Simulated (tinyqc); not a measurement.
# Thin-film transistor with exponential tail and deep states, accumulation layer, step by step

Program tinyqc, `OMP_NUM_THREADS=1 python tinyqc.py 2610043 2610044 out.jsonl`; Intel Xeon 2.30GHz, shared host, one thread, about 0.02 s. Printed values are rounded.

An undoped film in accumulation, thicker than the space-charge layer. With band bending psi the Fermi level lies E0 - psi below the band edge. Free electrons n = n0 exp(psi/Vt) carry the current; electrons in two exponential distributions of traps, a = a0 exp(psi/Va) and d = d0 exp(psi/Vp), do not. Linear regime, ohmic contacts, traps in equilibrium.

Inputs (values chosen for the exercise); values close to those of amorphous silicon:
```
symbol   value        unit                                        meaning
T          250           K                                    temperature
eps_r     11.8                 relative permittivity of the semiconductor
Nc      4.9e19       cm^-3                     density of extended states
mb         8.9  cm^2/(V s)                                  band mobility
Nt      9.8e19       cm^-3                   total density of tail states
Tt         320           K         characteristic temperature of the tail
Nd      4.7e17       cm^-3                   total density of deep states
Td        1140           K  characteristic temperature of the deep states
E0        0.62          eV           bulk Fermi level below the band edge
Ci          20     nF/cm^2                               gate capacitance
WL          20                                                  ratio W/L
Vd         0.2           V                                  drain voltage
Vg          14           V                   gate voltage above flat band
```

Constants: q = 1.602176634e-19 C, kB = 1.380649e-23 J/K, Vt = kB T/q, eps0 = 8.8541878128e-14 F/cm where lengths are in cm. Results are converted to the units shown.

Range of the model: The th form assumes a Fermi level far below the band edge; at the surface it overcounts the filled tail by a factor of about 1.4.

## Bulk densities

Va = kB Tt/q, Vp = kB Td/q; n0 = Nc exp(-E0/Vt), a0 = Nt th(T/Tt) exp(-E0/Va), d0 = Nd th(T/Td) exp(-E0/Vp), th(x) = pi x/sin(pi x).

Va = 0.02757547 V
Vp = 0.09823760 V
th(T/Tt) = 3.868845
n0 = 1.554341e7 cm^-3
a0 = 6.519843e10 cm^-3
d0 = 9.248738e14 cm^-3

## Iteration 1: surface potential by Newton steps

psi at the start = 0.67 V

Va = kB Tt/q, Vp = kB Td/q. G(psi) = sum over the three kinds of c0 [V (exp(psi/V) - 1) - psi], field F = sqrt(2 q G/(eps0 eps_r)); Vg = psi + eps0 eps_r F/Ci at the surface. f = psi + eps0 eps_r F/Ci - Vg, f' = 1 + q rho/(Ci F) with rho = sum c0 (exp(psi/V) - 1); psi(new) = psi - f/f'.

F = 4793.661 kV/cm
f = 237.0895 V
f' = 4720.471
psi after iteration 1 = 0.6197742 V

## Iteration 2: surface potential by Newton steps

As before.

F = 1875.074 kV/cm
f = 84.57308 V
f' = 1816.947
psi after iteration 2 = 0.5732274 V

## Course of the iteration: surface potential by Newton steps

Stop when psi changes by less than 1e-10 V, or after 30 iterations. psi must stay between 0 and 5 V.

Course of the iteration:
```
iteration    psi (V)  |change| (V)
1          0.6197742        0.0502
2          0.5732274        0.0465
3          0.5361381        0.0371
4          0.5155791        0.0206
5          0.5104793       5.10e-3
6          0.5102207       2.59e-4
7          0.5102201       6.26e-7
8          0.5102201      3.66e-12
```

Converged in 8 iterations. At the end the number of correct digits about doubles with each step.

## Free and total charge, current

psi_s = 0.5102201 V

Va = kB Tt/q, Vp = kB Td/q. G(psi) = sum over the three kinds of c0 [V (exp(psi/V) - 1) - psi], field F = sqrt(2 q G/(eps0 eps_r)); Vg = psi + eps0 eps_r F/Ci at the surface. Total charge Q = Ci (Vg - psi_s); free charge Qf = q times the integral of n0 (exp(psi/Vt) - 1)/F over psi from 0 to psi_s; I = (W/L) mb Qf Vd; effective mobility mb Qf/Q.

surface densities (cm^-3): free 3.000068e17, tail 7.077020e18, deep 1.666070e17
Q = 269.7956 nC/cm^2
Qf = 6.126042 nC/cm^2
effective mobility = 0.2020855 cm^2/(V s)
I = 218.0871 nA

2.27 % of the induced charge is free, against 3.98 % of the electrons right at the surface.
